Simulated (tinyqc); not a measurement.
# Metal-interlayer-semiconductor contact, depinning against tunnelling resistance: effects of single changes

Zero bias, n-type semiconductor. Gap states at the semiconductor surface thin out as exp(-be ti), which unpins the barrier; electrons must then cross the interlayer (a rectangular barrier, no voltage drop across it) and the parabolic depleted layer, both by WKB. Energies E are counted from the Fermi level; no image force, parabolic bands.

Inputs (values chosen for the exercise); semiconductor values close to those of germanium; interlayer mass of the order of that in strontium titanate, offset chosen freely:
```
symbol,value,unit,meaning
T,300,K,temperature
Eg,0.663,eV,band gap
eps_r,15.9,,relative permittivity
chi,4.11,eV,electron affinity
Nc,1.04e19,cm^-3,conduction-band density of states at T
mt,0.118,m0,tunnelling mass in the semiconductor
mA,1.12,m0,Richardson mass
Nd,4.5e19,cm^-3,donor density
E0,0.091,eV,charge-neutrality level above the valence band
S0,0.05,,pinning factor without interlayer
phiM,3.91,eV,metal work function
ti,0.6,nm,interlayer thickness
dE,0.18,eV,conduction-band offset of the interlayer above the semiconductor
mi,0.61,m0,tunnelling mass in the interlayer
be,4.1,1/nm,decay constant of gap states through the interlayer
```

Constants: q = 1.602176634e-19 C, kB = 1.380649e-23 J/K, eps0 = 8.8541878128e-12 F/m, hbar = 1.054571817e-34 J s, h = 6.62607015e-34 J s, m0 = 9.1093837015e-31 kg, Vt = kB T/q, hbar^2/(2 m0) = 0.0380998212 eV nm^2. Results are converted to the units shown.

Each table varies one quantity; the others keep the values above.

## Contact resistivity against the interlayer thickness

S = 1/(1 + (1/S0 - 1) exp(-be ti)); phiB = S (phiM - chi) + (1 - S)(Eg - E0); xi = Ec - EF deep inside, from Nd = Nc F(-xi/Vt), F(x) = (2/sqrt(pi)) int_0^infinity sqrt(u) du/(1 + exp(u - x)); band bending U = phiB - xi; E00 = (hbar/2) sqrt(Nd/(eps0 eps_r mt m0)) in volts; A = 4 pi q mA m0 kB^2/h^3. With U = phiB - xi: for xi < E < phiB, y = (E - xi)/U and G1 = (U/E00) [sqrt(1 - y) - y ln((1 + sqrt(1 - y))/sqrt(y))], G1 = 0 above phiB; G2 = 2 ti sqrt(mi max(phiB + dE - E, 0)/C), C = hbar^2/(2 m0); f = 1/(1 + exp(E/Vt)); 1/rho_c = (A T^2/Vt^2) times the integral of exp(-G1 - G2) f over E from xi upwards. Shares under 0.001 % are printed as 0; rows without band bending are left out.

The same in every row: E00/Vt = 3.52.

Result of one run:

| ti (nm) | S | phiB (eV) | rho_c (ohm cm^2) | rho_c with G2 = 0 (ohm cm^2) | peak of the integrand (eV) | share above phiB (%) |
|---|---|---|---|---|---|---|
| 0 | 0.0500 | 0.533 | 1.16e-7 | 1.16e-7 | -0.00129 | 0 |

What becomes of these results when the interlayer thickness ti is changed from 0 to 0.4 nm, all else the same?

Result of the changed run:

| ti (nm) | S | phiB (eV) | rho_c (ohm cm^2) | rho_c with G2 = 0 (ohm cm^2) | peak of the integrand (eV) | share above phiB (%) |
|---|---|---|---|---|---|---|
| 0.4 | 0.213 | 0.407 | 3.67e-7 | 3.25e-8 | 2.86e-4 | 0 |

The whole series:

| ti (nm) | S | phiB (eV) | rho_c (ohm cm^2) | rho_c with G2 = 0 (ohm cm^2) | peak of the integrand (eV) | share above phiB (%) |
|---|---|---|---|---|---|---|
| 0 | 0.0500 | 0.533 | 1.16e-7 | 1.16e-7 | -0.00129 | 0 |
| 0.2 | 0.107 | 0.490 | 2.71e-7 | 7.42e-8 | -9.89e-5 | 0 |
| 0.4 | 0.213 | 0.407 | 3.67e-7 | 3.25e-8 | 2.86e-4 | 0 |
| 0.6 | 0.381 | 0.278 | 2.26e-7 | 9.12e-9 | -6.91e-4 | 0.0358 |
| 0.8 | 0.583 | 0.122 | 7.11e-8 | 2.16e-9 | -0.00402 | 2.55 |
| 1 | 0.761 | -0.0151 | 2.25e-8 | 8.27e-10 | -0.0195 | 57.2 |

As ti goes from 0 to 1, phiB falls from 0.533 to -0.0151 eV and rho_c goes from 1.16e-7 through a maximum of 3.67e-7 (at ti = 0.4 among the rows listed) to 2.25e-8 ohm cm^2. The ratio of rho_c to its value with G2 = 0 runs from 1.00 to 27.2.

## Contact resistivity against the donor density

Same model as above.

The same in every row: S = 0.381; phiB (eV) = 0.278.

Result of one run:

| Nd (cm^-3) | E00/Vt | rho_c (ohm cm^2) | rho_c with G2 = 0 (ohm cm^2) | peak of the integrand (eV) | share above phiB (%) |
|---|---|---|---|---|---|
| 2.2e18 | 0.778 | 4.75e-5 | 3.98e-6 | 0.193 | 7.52 |

What becomes of these results when the donor density Nd is changed from 2.2e18 to 8.8e17 cm^-3, all else the same?

Result of the changed run:

| Nd (cm^-3) | E00/Vt | rho_c (ohm cm^2) | rho_c with G2 = 0 (ohm cm^2) | peak of the integrand (eV) | share above phiB (%) |
|---|---|---|---|---|---|
| 8.8e17 | 0.492 | 1.22e-4 | 1.28e-5 | 0.243 | 19.3 |

The whole series:

| Nd (cm^-3) | E00/Vt | rho_c (ohm cm^2) | rho_c with G2 = 0 (ohm cm^2) | peak of the integrand (eV) | share above phiB (%) |
|---|---|---|---|---|---|
| 3.5e17 | 0.310 | 2.17e-4 | 2.66e-5 | 0.265 | 34.4 |
| 8.8e17 | 0.492 | 1.22e-4 | 1.28e-5 | 0.243 | 19.3 |
| 2.2e18 | 0.778 | 4.75e-5 | 3.98e-6 | 0.193 | 7.52 |
| 5.7e18 | 1.25 | 1.06e-5 | 6.60e-7 | 0.106 | 1.68 |
| 1.4e19 | 1.96 | 1.87e-6 | 9.26e-8 | 0.0406 | 0.296 |
| 3.7e19 | 3.19 | 3.12e-7 | 1.30e-8 | 0.00461 | 0.0494 |
| 9.3e19 | 5.06 | 7.80e-8 | 2.82e-9 | -0.0173 | 0.0124 |
| 2.4e20 | 8.12 | 2.67e-8 | 8.16e-10 | -0.0337 | 0.00422 |
| 6e20 | 12.8 | 1.27e-8 | 3.15e-10 | -0.0450 | 0.00201 |

As Nd goes from 3.5e17 to 6e20, phiB stays at 0.278 eV and rho_c falls from 2.17e-4 to 1.27e-8 ohm cm^2. rho_c goes as Nd^(-0.63) between the first two rows and Nd^(-0.81) between the last two, while E00/Vt goes from 0.310 to 12.8 and the share above the barrier from 34.4 to 0.00201 %. The ratio of rho_c to its value with G2 = 0 runs from 8.16 to 40.4.

tinyqc, about 0.04 s, one thread, Intel Xeon 2.30GHz (shared host): `OMP_NUM_THREADS=1 python tinyqc.py 2270145 2270146 out.jsonl`
